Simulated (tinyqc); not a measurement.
Inside a calculation. Method: one-electron ion in a basis of Gaussians. One step of it, computed by the program tinyqc.

Task: Generalised eigenproblem. Solve H C = S C e through S^(-1/2); each column has its largest component positive (the first on a tie).

H = T + V (hartree):
```
           1          2          3
1  -1.524646  -1.334471  -0.695305
2  -1.334471  -1.680027  -1.489560
3  -0.695305  -1.489560   3.250827
```

S:
```
          1         2         3
1  1.000000  0.528667  0.120643
2  0.528667  1.000000  0.528697
3  0.120643  0.528697  1.000000
```

Give: eigenvalues of S; eigenvalues; coefficients.

Result:

eigenvalues of S: 0.3102  0.8794  1.8104

eigenvalues (hartree): -1.9777  -0.6132  6.6264

coefficients:
```
        1        2        3
1  0.4842   1.0599   0.3179
2  0.6104  -0.8950  -0.9065
3  0.0941  -0.0995   1.2001
```

For Z = 4 and l = 1 the exact lowest level is -Z^2/(2 n^2) with n = l + 1: -2.000000 hartree.
